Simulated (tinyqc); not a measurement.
Bias-temperature instability from a Gaussian distribution of capture and emission barriers: one step, computed by the program tinyqc. Command: `OMP_NUM_THREADS=1 python tinyqc.py 3020403 3020404 out.jsonl bti walk`. One thread of a shared host (Intel(R) Xeon(R) Processor @ 2.30GHz), about 0.01 s of CPU time with the checks.

Each trap has a capture time tau_0 exp(E_c/(k_B T)) under stress and an emission time tau_0 exp(E_e/(k_B T)) after it. E_c is Gaussian, and E_e = E_c + d with d Gaussian and independent. A trap counts as filled once t_s exceeds its capture time and as emptied once t_r exceeds its emission time.

Problem. Lifetime. Demarcation energies E_s = k_B T ln(t_s/tau_0), E_r = k_B T ln(t_r/tau_0); mean barrier mu = mu_c - k_F F; z = (E_s - mu)/sigma_c; Phi is the standard normal distribution. Temperatures in kelvin are T(C) + 273.15. Solve V_max Phi(z) = criterion for t_s; the power-law extrapolation from the stress point is t_s (criterion/dV0)^(1/n); 1 year = 3.15576e7 s.

Inputs (values chosen for the exercise, for a model p-channel transistor):
```
quantity                            value  unit
shift with all traps filled V_max     230    mV
spread of capture barriers sigma_c   0.34    eV
time constant tau_0                 9e-10     s
temperature T                          25     C
stress time t_s                      1000     s
failure criterion                      30    mV
```

mean barrier mu = 1.359 eV

shift without recovery dV0 = 6.587923 mV

time exponent n = 0.1727397

Constants: k_B = 8.617333262e-05 eV/K.

Give: log10 of the lifetime in s; log10 of the power-law estimate in s.

Solution.

log10 of the lifetime in s = 7.464

log10 of the power-law estimate in s = 6.811

The power law gives a time shorter by 0.65 decades, since n falls as traps fill; ten years is log10 = 8.50.
